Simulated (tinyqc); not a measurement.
Inside a calculation. Model: concentration-dependent dopant diffusion with charged defects and the built-in field. Computed by tinyqc, a small Python program that keeps every step. Command: `OMP_NUM_THREADS=1 python tinyqc.py 3024951 3024952 out.jsonl extrinsic walk`. One thread of a shared host (Intel(R) Xeon(R) Processor @ 2.30GHz), about 0.07 s of CPU time with the checks. Intermediate numbers are printed to about 5 digits and carried at full precision; extremes and crossings named in words are read from the listed rows.

A constant source C_s feeds a half space. The dopant moves through neutral point defects and through charged ones, whose number grows with the majority carrier density n.

Inputs (values chosen for the exercise, modelled on antimony in silicon):
```
quantity                        value    unit
neutral prefactor D0x            0.22  cm^2/s
neutral activation energy E0     3.65      eV
singly charged prefactor D01     14.1  cm^2/s
activation energy E1             4.07      eV
surface concentration C_s     1.8e+19  1/cm^3
junction level C_B              3e+16  1/cm^3
temperature T                     975       C
time t                            650       s
```

Field enhancement: on.

Constants: k_B = 8.617333262e-05 eV/K.

## Intrinsic density and partial diffusivities

n_i = 3.87e16 T^1.5 exp(-7014/T) per cm^3 (T in kelvin, an empirical form); each D = prefactor x exp(-E/(k_B T)); the intrinsic diffusivity D_i is their sum. Temperatures in kelvin are T(C) + 273.15.

n_i = 6.1885e+18 1/cm^3

partial diffusivities (cm^2/s): Dx 4.0221e-16, D1 5.1925e-16

intrinsic diffusivity D_i = 9.2147e-16 cm^2/s

## Diffusivity at the surface

n = C/2 + sqrt(C^2/4 + n_i^2); D(C) = h [Dx + D1 (n/n_i)], h = 1 + C/sqrt(C^2 + 4 n_i^2).

n/n_i = 3.2192

field factor h = 1.8240

surface diffusivity D_s = 3.7826e-15 cm^2/s

enhancement D_s/D_i = 4.1050

C_s is 2.91 times n_i: diffusion is extrinsic near the surface.

## Similarity solution

With y = x/sqrt(D_s t), u = C/C_s and q = -(D/D_s) du/dy: du/dy = -q D_s/D, dq/dy = -(y/2) q D_s/D, u(0) = 1. The surface flux q(0) is shot so that u tends to 0 (LSODA, an adaptive multistep solver, relative tolerance 1e-10). Dose Q = 2 q(0) C_s sqrt(D_s t). The junction lies where C = C_B.

surface flux q(0) = 0.47259

dose Q = 2.6677e+13 1/cm^2

junction in units of sqrt(D_s t) = 2.5998

junction depth x_j = 40.766 nm

For a constant D, q(0) = 1/sqrt(pi) = 0.5642; for D proportional to C it tends to 0.444, with the front at y = 1.616.

## Where the concentration falls to given levels

For comparison, erfc profiles with a constant D: x = 2 sqrt(D t) erfc^-1(C/C_s), with D = D_i and D = D_s.

Depth (nm):
```
C/C_s       D/D_s    full  erfc with D_i  erfc with D_s
8.00e-01  0.83810   6.185          2.773          5.618
5.00e-01  0.59693  14.409          7.382         14.957
2.00e-01  0.37000  22.837         14.026         28.419
1.00e-01  0.30315  26.721         18.003         36.475
3.00e-02  0.26061  31.725         23.751         48.122
1.00e-02  0.24919  35.462         28.192         57.120
1.00e-03  0.24416  42.159         36.014         72.968
1.00e-04  0.24366  47.974         42.582         86.275
```

The depth between C/C_s = 0.1 and 1e-4 spans 21.3 nm in the full profile, against 24.6 nm for D_i and 49.8 nm for D_s; the ratio of the depths at 1e-4 and at 0.5 is 3.33, against 5.77 for any erfc. The profile is box-like: fast diffusion in the heavily doped part feeds a front that moves slowly where D drops to D_i.

Checks made by the program: dose from the flux against the area under the profile (relative difference 9e-08).
